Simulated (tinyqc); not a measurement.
Substrate current against gate voltage: lateral field, substrate current, probability of reaching the oxide barrier and hot-carrier lifetime of a silicon transistor (pseudo-two-dimensional and lucky-electron models). Computed by tinyqc, a small Python program. Command: `OMP_NUM_THREADS=1 python tinyqc.py 3028466 3028467 out.jsonl hotcar walk`. One thread of a shared host (Intel(R) Xeon(R) Processor @ 2.30GHz), about 0.01 s of CPU time with the checks.

Local-field models: a lucky carrier gains its energy at the peak field over a path free of collisions. Voltages are magnitudes.

Inputs (values chosen for the exercise, modelled on a silicon n-channel): channel length L = 940 nm; oxide thickness t = 26 nm; junction depth x_j = 280 nm; mobility mu = 350 cm^2/(V s); saturation velocity v_s = 0.79 1e7 cm/s; threshold voltage V_T = 0.44 V; drain voltage V_D = 7.2 V; ionisation prefactor A_i = 1.9e+06 1/cm; ionisation field B_i = 1.74 MV/cm; hot-carrier mean free path lambda = 7.6 nm; oxide barrier phi_b = 3.1 eV; interface-trap threshold phi_it = 3.7 eV; lifetime constant H = 4 s microampere/micrometre.

Drain: abrupt.

Constants: eps_0 = 8.8541878128e-12 F/m.

Method:
- C_ox = 3.9 eps_0/t; F_sat = 2 v_s/mu; V_Dsat = V_ov F_sat L/(V_ov + F_sat L), V_ov = V_G - V_T; I_D/W = C_ox v_s (V_ov - V_Dsat).
- Scale length l = 0.22 t^(1/3) x_j^(1/2) (all in cm); F_m = sqrt(((V_D - V_Dsat)/l_e)^2 + F_sat^2), with l_e = l; length of the velocity-saturated region l_e ln((V_D - V_Dsat)/(l_e F_sat) + F_m/F_sat).
- Substrate current I_sub/I_D = (A_i/B_i)(V_D - V_Dsat) exp(-B_i/F_m); probability of reaching the oxide barrier exp(-phi_b/(e lambda F_m)); lifetime tau = (H/(I_D/W)) exp(phi_it/(e lambda F_m)).

At the given drain voltage:
```
V_G (V)  V_Dsat (V)  I_D/W (microampere/micrometre)  F_m (kV/cm)  I_sub/W (microampere/micrometre)     tau (s)
0.81         0.3403                            3.11       430.90                            0.4112  1.0366e+05
1.20         0.6446                           12.11       412.00                            1.2702  4.4739e+04
1.80         1.0299                           34.63       388.08                            2.6350  3.2413e+04
2.50         1.3868                           70.64       365.95                            3.8608  3.3939e+04
3.40         1.7437                          127.62       343.83                            4.8220  4.4200e+04
4.60         2.1007                          216.07       321.74                            5.3904  6.9022e+04
5.70         2.3487                          305.46       306.41                            5.5309  1.0411e+05
6.80         2.5452                          400.25       294.27                            5.5013  1.5303e+05
7.90         2.7048                          498.92       284.42                            5.3961  2.1771e+05
```

What does the comparison show, and why?

I_sub peaks at V_G = 5.7 V, 0.79 V_D: a higher gate voltage brings more carriers but raises V_Dsat and so lowers F_m. The shortest lifetime among the rows lies at V_G = 1.8 V, below that of the largest I_sub, since tau depends more steeply on the field.

Extremes, crossings and ranges named in words are read from the listed rows.
